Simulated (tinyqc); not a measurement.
Stress in a transistor channel from embedded alloy regions, liners and fins, by half-space elasticity: one step, computed by the program tinyqc. Command: `OMP_NUM_THREADS=1 python tinyqc.py 3009955 3009956 out.jsonl stressor walk`. One thread of a shared host (Intel(R) Xeon(R) Processor @ 2.30GHz), about 0.01 s of CPU time with the checks.

Plane strain in an isotropic half-space, the same constants everywhere; x along the channel from its centre, y downwards from the free surface; stress is positive in tension.

Problem. Stress at the centre of the channel. A line element dA of misfit at (a, c) in the half-space gives, with C = E e/(2 pi (1 - nu)), X = x - a, r1^2 = X^2 + (y - c)^2, r2^2 = X^2 + Y^2, Y = y + c: s_xx = -C dA {[X^2 - (y - c)^2]/r1^4 + 3 [X^2 - Y^2]/r2^4 + 4 y Y (Y^2 - 3 X^2)/r2^6}, s_yy = C dA {[X^2 - (y - c)^2]/r1^4 - [X^2 - Y^2]/r2^4 + 4 y Y (Y^2 - 3 X^2)/r2^6}. These are integrated over two rectangles, L/2 < |a| < L/2 + S, 0 < c < d (closed form in a, 200 Gauss-Legendre points in c).

Inputs (values chosen for the exercise, modelled on silicon):
```
quantity                    value  unit
Young's modulus E             167   GPa
Poisson ratio nu             0.24     -
channel length L               74    nm
length of each stressor S     145    nm
recess depth d                 30    nm
depth of the field point y    2.4    nm
```

Stressor: Si(1-x)Ge(x) source and drain.

misfit e = 0.017808

stress of a blanket film = -3.913074 GPa

Give: s_xx; s_yy; s_xx over the blanket-film stress.

Solution.

s_xx = -2443 MPa

s_yy = -5.499 MPa

s_xx over the blanket-film stress = 0.6243

The channel is compressed along its length; s_yy is 0.0023 of s_xx in size and vanishes at the surface.
